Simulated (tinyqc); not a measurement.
# Resistance of a tapered via with liner, size effect and interface: effects of single changes

A round via whose diameter grows from db at the bottom as D(z) = db + 2 z/tan(ang). The fill, of diameter D - 2 tl, starts above the bottom liner (thickness fb tl) and has rho = rho0 (1 + ks lam/(D - 2 tl)); the sidewall liner conducts in parallel with it. The bottom liner and the interface are crossed over the full area pi db^2/4. Spreading in the lines above and below is left out.

Values chosen for this exercise; fill metal close to copper: diameter at the bottom db = 28 nm; height hv = 57 nm; sidewall angle ang = 89 degrees; bulk resistivity of the fill rho0 = 1.63 uohm cm; mean free path of the fill lam = 39.6 nm; size-effect factor ks = 1.1; liner on the sidewall tl = 2.8 nm; liner at the bottom over that on the sidewall fb = 1; resistivity of the liner rl = 250 uohm cm; interface resistivity at the bottom ri = 2e-12 ohm cm^2; ballistic conductance per area, about 3/(4 rho0 lam) Sb = 1.1e15 S/m^2; bulk resistivity of the second fill (close to molybdenum) rho2 = 5.21 uohm cm; its mean free path lam2 = 11.2 nm; its liner tl2 = 0.2 nm.

Each table varies one quantity; the others keep the values above.

## Via resistance against the diameter at the bottom

Slices between z0 = fb tl and hv, evaluated at their midpoints: conductance per length pi/4 [(D - 2 tl)^2/rho + (D^2 - (D - 2 tl)^2)/rl], slice resistance = slice height over that. 2000 slices. R_fill = sum of the slices; R_bottom = rl fb tl/(pi db^2/4); R_interface = ri/(pi db^2/4); ballistic (Sharvin) limit 1/(Sb pi (db - 2 tl)^2/4); ideal cylinder rho0 hv/(pi db^2/4).

Results:

| db (nm) | R_fill (ohm) | R_bottom (ohm) | R_interface (ohm) | R (ohm) | ballistic limit (ohm) | R over ideal cylinder | largest part |
|---|---|---|---|---|---|---|---|
| 8.3 | 754.4 | 129.4 | 3.696 | 887.5 | 158.8 | 51.68 | fill |
| 11 | 192.9 | 73.66 | 2.105 | 268.7 | 39.69 | 27.48 | fill |
| 16 | 40.23 | 34.82 | 0.9947 | 76.04 | 10.70 | 16.46 | fill |
| 30 | 4.682 | 9.903 | 0.2829 | 14.87 | 1.944 | 11.31 | bottom liner |
| 42 | 1.730 | 5.053 | 0.1444 | 6.926 | 0.8736 | 10.33 | bottom liner |
| 58 | 0.7133 | 2.649 | 0.07570 | 3.438 | 0.4216 | 9.778 | bottom liner |
| 80 | 0.3113 | 1.393 | 0.03979 | 1.744 | 0.2091 | 9.434 | bottom liner |

Estimate the missing row, db = 22 nm.

Computed row:

| db (nm) | R_fill (ohm) | R_bottom (ohm) | R_interface (ohm) | R (ohm) | ballistic limit (ohm) | R over ideal cylinder | largest part |
|---|---|---|---|---|---|---|---|
| 22 | 12.77 | 18.41 | 0.5261 | 31.72 | 4.304 | 12.98 | bottom liner |

With this row back in the table: R falls from 888 to 1.74 ohm. The fill is the largest part at db = 8.3, the bottom liner from 22 on. R goes as db^(-4.24) between the first two rows and db^(-2.11) between the last two; area alone gives -2. For db = 42, 58, 80 the ballistic limit exceeds half of R_fill, so the diffusive model understates R.

## Via resistance against the sidewall angle

Same model as above.

2000 slices.

The same in every row: R_bottom (ohm) = 11.37; R_interface (ohm) = 0.3248; ballistic limit (ohm) = 2.307.

Via resistance against the sidewall angle:

| ang (degrees) | R_fill (ohm) | R (ohm) | R over ideal cylinder | largest part |
|---|---|---|---|---|
| 90 | 6.531 | 18.22 | 12.08 | bottom liner |
| 89 | 5.807 | 17.50 | 11.60 | bottom liner |
| 88 | 5.215 | 16.91 | 11.21 | bottom liner |
| 87 | 4.723 | 16.42 | 10.88 | bottom liner |
| 86 | 4.307 | 16.00 | 10.60 | bottom liner |
| 84 | 3.645 | 15.34 | 10.17 | bottom liner |
| 82 | 3.142 | 14.83 | 9.832 | bottom liner |

R falls from 18.2 to 14.8 ohm. The bottom liner is the largest part at ang = 90 and in all other rows. The share of the two bottom terms goes from 64.2 to 78.8 %. For ang = 86, 84, 82 the ballistic limit exceeds half of R_fill, so the diffusive model understates R.

## Two fill metals against the diameter

2000 slices. R_fill = sum of the slices; R_bottom = rl fb tl/(pi db^2/4); R_interface = ri/(pi db^2/4). The second fill has rho2, lam2 and tl2 in place of rho0, lam and tl.

Result of one run:

| db (nm) | R, first fill (ohm) | R, second fill (ohm) | ratio second/first |
|---|---|---|---|
| 8.5 | 796.8 | 121.0 | 0.1519 |

What becomes of these results when the diameter at the bottom db is changed from 8.5 to 100 nm, all else the same?

Result of the changed run:

| db (nm) | R, first fill (ohm) | R, second fill (ohm) | ratio second/first |
|---|---|---|---|
| 100 | 1.096 | 0.5070 | 0.4624 |

The whole series:

| db (nm) | R, first fill (ohm) | R, second fill (ohm) | ratio second/first |
|---|---|---|---|
| 8.5 | 796.8 | 121.0 | 0.1519 |
| 12 | 194.3 | 53.45 | 0.2751 |
| 17 | 63.70 | 23.83 | 0.3740 |
| 24 | 25.46 | 10.90 | 0.4282 |
| 35 | 10.42 | 4.731 | 0.4541 |
| 49 | 4.943 | 2.283 | 0.4620 |
| 70 | 2.308 | 1.070 | 0.4636 |
| 100 | 1.096 | 0.5070 | 0.4624 |

The ratio goes from 0.152 to 0.462. The second fill gives the lower R in every row.

tinyqc, about 0.01 s, one thread, Intel Xeon 2.30GHz (shared host): `OMP_NUM_THREADS=1 python tinyqc.py 2750048 2750049 out.jsonl`
